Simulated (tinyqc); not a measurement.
Energy conservation against the time step: molecular dynamics of a small cluster by velocity Verlet steps. Computed by tinyqc, a small Python program. Command: `OMP_NUM_THREADS=1 python tinyqc.py 3007381 3007382 out.jsonl verlet walk`. One thread of a shared host (Intel(R) Xeon(R) Processor @ 2.30GHz), about 0.1 s of CPU time with the checks.

E = sum_i {sum_j A exp(-p (r_ij/r0 - 1)) - xi sqrt(rho_i)}, rho_i = sum_j exp(-2 q (r_ij/r0 - 1)); the force on i is -sum_j w_ij (R_i - R_j)/r_ij with w_ij = -(2p/r0) A exp(-p (r_ij/r0 - 1)) + (xi q/r0) exp(-2 q (r_ij/r0 - 1)) (rho_i^(-1/2) + rho_j^(-1/2)).

Inputs (values chosen for the exercise, for model atoms):
```
quantity,value,unit
length r0,2.73,angstrom
repulsion A,0.15,eV
hopping xi,1.76,eV
decay p,10.8,-
decay q,3.18,-
atomic mass M,33,u
time step dt,2.2,fs
steps,200,-
```

Potential: Gupta.

starting positions (angstrom):
```
,x,y,z
atom 1,0.04,0.01,-0.05
atom 2,2.56,0.03,0.02
atom 3,1.26,2.23,-0.05
atom 4,1.3,0.74,2.07
atom 5,1.27,0.74,-2.08
```

starting velocities (angstrom/fs):
```
,x,y,z
atom 1,-0.00132,-0.00474,0.00335
atom 2,0.00152,-0.00031,-0.00117
atom 3,0.00175,0.002,-0.00091
atom 4,0.00083,-0.00112,-0.00071
atom 5,-0.00279,0.00417,-0.00056
```

Constants: 1 eV/(angstrom u) = 9.648533212e-03 angstrom/fs^2; k_B = 8.617333262e-05 eV/K.

Method:
- Relax the cluster, diagonalise the Hessian (central differences): omega_max = sqrt(c lambda_max/M). Verlet steps are stable for omega_max dt < 2.
- Velocity Verlet: a = c F/M with c = 9.648533212e-3 angstrom/fs^2 per eV/(angstrom u); R(new) = R + v dt + a dt^2/2; v(new) = v + (a + a(new)) dt/2. Kinetic energy K = M v^2/(2c); temperature T = 2K/((3N - 3) k_B), rotation of the cluster included.
- Runs without thermostat over the same span of time, steps x dt; spread = largest minus smallest value. For contrast, the energy gained over the first 30 dt (dt of the inputs) by explicit Euler steps: R(new) = R + v dt, v(new) = v + a dt.

omega_max dt = 0.211672

Energy error (eV):
```
dt (fs),omega_max dt,"Verlet, spread of U + K","Euler, gain in U + K"
0.275,0.02646,6.8837e-06,0.0101
0.550,0.05292,2.7532e-05,0.0215
1.100,0.10584,1.1010e-04,0.0489
2.200,0.21167,4.3814e-04,0.1288
4.400,0.42334,1.7854e-03,0.4740
6.600,0.63501,3.9173e-03,1.3342
```

The Verlet error grows as dt^2.00 between the first rows, the second order of the method. Euler steps gain energy steadily: over that short span the gain in the first row is already 1500 times the Verlet spread of the whole run, and it grows as dt^1.09, tending to the first order of that method as dt shrinks.

Extremes, crossings and ranges named in words are read from the listed rows.
